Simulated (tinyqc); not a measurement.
# Phase-change memory cell, resistance drift and retention: drift of neighbouring levels

The amorphous state follows Ra = R0 (t/t0)^nu exp[(q Ec/kB)(1/T - 1/(300 K))], with nu taken as independent of T. An intermediate level follows the logarithmic mixing rule ln R = (1 - fa) ln Rc + fa ln Ra with constant Rc. The time to lose the data by crystallisation is tr = tx exp[(q Ex/kB)(1/T - 1/Tx)]; 1 year = 3.15576e7 s. These are empirical laws.

Two intermediate levels, fa and 0.6, and the amorphous state at temperature T. A fixed threshold is set at the geometric mean of the two intermediate levels at t0.

Parameters, values chosen for the exercise; values of the order found in chalcogenide phase-change cells:
```
symbol  value  unit                                            meaning
R0        1.5  Mohm  resistance of the amorphous state at t0 and 300 K
t0        0.1     s                                     reference time
nu      0.041                                           drift exponent
Ec       0.32    eV                    activation energy of conduction
T         300     K                              operating temperature
fa       0.45                 amorphous share of an intermediate level
Rc         19  kohm                resistance of the crystalline state
```

Constants: q = 1.602176634e-19 C, kB = 1.380649e-23 J/K. Results are converted to the units shown.

Results:
```
t (s)	lower level (Mohm)	upper level (Mohm)	Ra (Mohm)	lower level/threshold
0.1	0.1357	0.2613	1.500	0.7206
1	0.1416	0.2765	1.649	0.7519
10	0.1477	0.2927	1.812	0.7845
100	0.1541	0.3097	1.991	0.8186
1000	0.1608	0.3278	2.188	0.8541
10000	0.1678	0.3469	2.405	0.8911
1e5	0.1751	0.3671	2.643	0.9298
1e7	0.1906	0.4111	3.192	1.012
```

Estimate the missing row, t = 1e6 s.

Computed row:
```
t (s)	lower level (Mohm)	upper level (Mohm)	Ra (Mohm)	lower level/threshold
1e6	0.1827	0.3885	2.905	0.9702
```

With this row back in the table: Over eight decades Ra grows by a factor of 2.13, the upper level by 1.57 and the lower by 1.40, so their ratio widens from 1.93 to 2.16. The lower level crosses the fixed threshold by t = 1e7 s among the rows and would then be misread.

tinyqc, about 0.01 s, one thread, Intel Xeon 2.30GHz (shared host): `OMP_NUM_THREADS=1 python tinyqc.py 2880108 2880109 out.jsonl`
